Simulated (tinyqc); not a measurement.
Magnetisation curve: two coupled magnetic layers: synthetic antiferromagnet, spin flop, exchange bias and magnetoresistance. Computed by tinyqc, a small Python program. Command: `OMP_NUM_THREADS=1 python tinyqc.py 3008275 3008276 out.jsonl saf walk`. One thread of a shared host (Intel(R) Xeon(R) Processor @ 2.30GHz), about 0.2 s of CPU time with the checks.

Moments lie in the plane at the angles p1, p2 from the field. Energy per area: E = J1 cos(p1 - p2) + J2 cos^2(p1 - p2) - B M_s (t1 cos p1 + t2 cos p2) + K (t1 sin^2 p1 + t2 sin^2 p2).

Inputs (values chosen for the exercise, for a model stack):
```
quantity                          value    unit
saturation magnetisation M_s       1370    kA/m
thickness t1                        4.9      nm
thickness t2                        3.8      nm
antiferromagnetic coupling J1      0.85  mJ/m^2
biquadratic coupling J2          0.0057  mJ/m^2
in-plane anisotropy K               3.5  kJ/m^3
field over the saturation field     0.5       -
```

Field direction: along the easy axis.

Method. The parallel state is stable while the Hessian at p1 = p2 = 0 is positive: with c = J1 + 2 J2 and u = B M_s + 2K, (u t1 - c)(u t2 - c) > c^2, so B_sat M_s = c (1/t1 + 1/t2) - 2K. B_K = 2K/M_s. The lowest minimum of E over both angles (from five starts; of two mirror images the one with p1 >= 0, and for equal layers |p1| <= |p2|).

saturation field B_sat = 288.672 mT

Equilibrium states:
```
B/B_sat  B (mT)  p1 (degrees)  p2 (degrees)  m/m_sat
0.02       5.77         0.000       -180.00   0.1264
0.06      17.32         0.000       -180.00   0.1264
0.12      34.64         0.000       -180.00   0.1264
0.20      57.73         0.000       -180.00   0.1264
0.30      86.60        45.607       -103.41   0.2927
0.45     129.90        48.387        -79.10   0.4567
0.60     173.20        43.230        -62.90   0.6093
0.80     230.94        31.104        -41.89   0.8074
0.95     274.24        15.561        -20.25   0.9524
1.10     317.54         0.000          0.00   1.0000
```

What follows from these numbers?

The collinear state is the lowest in 4 row(s), with m/m_sat = (t1 - t2)/(t1 + t2) = 0.126; then the moments are canted and close at B_sat. The largest gap between m/m_sat and B/B_sat in the canted rows is 0.009.

Extremes, crossings and ranges named in words are read from the listed rows.
